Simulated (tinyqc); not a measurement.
The best anneal temperature for the time t: solubility, supersaturation, precipitation and gettering of an impurity in a silicon-like host. Computed by tinyqc, a small Python program. Command: `OMP_NUM_THREADS=1 python tinyqc.py 3022097 3022098 out.jsonl ripen walk`. One thread of a shared host (Intel(R) Xeon(R) Processor @ 2.30GHz), about 0.01 s of CPU time with the checks.

The wafer was saturated at T1 and is then held at T.

Inputs (values chosen for the exercise, modelled on copper in silicon):
```
quantity,value,unit
site density N0,5e+22,1/cm^3
enthalpy of solution H,1.46,eV
entropy of solution S,2.2,k_B
diffusion prefactor D0,0.0041,cm^2/s
migration energy Q,0.434,eV
temperature of saturation T1,1225,K
anneal temperature T,791,K
sink density n,1.5e+07,1/cm^3
initial sink radius r0,11,nm
impurity density in the precipitate C_p,5.4e+22,1/cm^3
interface energy gamma,0.33,J/m^2
anneal time t,6.6,s
```

Constants: k_B = 8.617333262e-05 eV/K; k_B = 1.380649e-23 J/K.

Method:
- C_eq(T) = N0 exp(S/k_B - H/(k_B T)); D(T) = D0 exp(-Q/(k_B T)); C0 = C_eq(T1). Supersaturation s = C0/C_eq(T); critical radius r* = 2 gamma/(C_p k_B T ln s); barrier W* = (4 pi/3) gamma r*^2. Strain energy is left out.
- r_f = [r0^3 + 3 (C0 - C_eq)/(4 pi n C_p)]^(1/3), tau_f = 1/(4 pi n r_f D).
- Growing sinks: with y = r/r_f and y0 = r0/r_f, dy/dt = (1 - y^3)/(3 tau_f y), which integrates to t/tau_f = F(y) - F(y0), F(y) = (1/2) ln[(1 + y + y^2)/(1 - y)^2] - sqrt(3) arctan[(2y + 1)/sqrt(3)]; the share of the excess left is (1 - y^3)/(1 - y0^3), and C(t) = C_eq + (C0 - C_eq) x share.

C0 = 4.44452e+17 1/cm^3

Dissolved share after t:
```
T (K),C_eq/C0,tau_f (s),C(t)/C0
551,4.4932e-08,237.57,0.99740
637,2.8540e-06,69.16,0.98394
735,9.8993e-05,24.10,0.92526
833,1.4906e-03,10.77,0.77518
931,1.2682e-02,5.72,0.53607
1029,7.1761e-02,3.49,0.33575
1115,2.5552e-01,2.57,0.36934
1176,5.6199e-01,2.43,0.61994
```

The lowest dissolved share among these rows is 0.34 at 1029 K. Above it solubility sets the floor; below it diffusion is too slow for this time. Solubility falls with H = 1.46 eV and diffusion with Q = 0.434 eV. Caution: the barrier to homogeneous nucleation is below 35 k_B T for these inputs, so new precipitates would form and outnumber the fixed sinks assumed here.

Extremes, crossings and ranges named in words are read from the listed rows.
